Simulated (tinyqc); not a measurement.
Thermal displacements in the Debye model: Debye-Waller factors, bond-length spread and the Lindemann rule: one step, computed by the program tinyqc. Command: `OMP_NUM_THREADS=1 python tinyqc.py 3017428 3017429 out.jsonl debyewaller walk`. One thread of a shared host (Intel(R) Xeon(R) Processor @ 2.30GHz), about 0.01 s of CPU time with the checks.

A Debye spectrum with three branches of one velocity, cut at k_B Theta; 4 atoms per cube, nearest neighbours at d = 0.707107 a.

Problem. Spread of the bond length. Correlated Debye model: sigma^2 = (3 hbar^2/(M k_B Theta)) int_0^1 s coth(s Theta/(2T)) [1 - sin(s q_D R)/(s q_D R)] ds for two atoms at distance R, q_D = (6 pi^2 n)^(1/3), n atoms per volume; uncorrelated motion would give 2 <u_x^2>. An EXAFS amplitude is damped by exp(-2 k^2 sigma^2).

Inputs (values chosen for the exercise, modelled on nickel):
```
quantity                     value        unit
atomic mass M                58.69           u
Debye temperature Theta        434           K
lattice constant a           3.524    angstrom
temperature T                  450           K
photoelectron wave number k     13  1/angstrom
```

Structure: fcc.

<u_x^2> = 0.006075592 angstrom^2

Constants: hbar^2/u = 4.18015928e-03 eV angstrom^2; k_B = 8.617333262e-05 eV/K.

Give: sigma^2 of the nearest bond; correlation 1 - sigma^2/(2 <u_x^2>); EXAFS damping.

Solution.

sigma^2 of the nearest bond = 0.0075927 angstrom^2

correlation 1 - sigma^2/(2 <u_x^2>) = 0.37515

EXAFS damping = 0.076818

Neighbours move partly together, which removes 38 % of the uncorrelated spread.
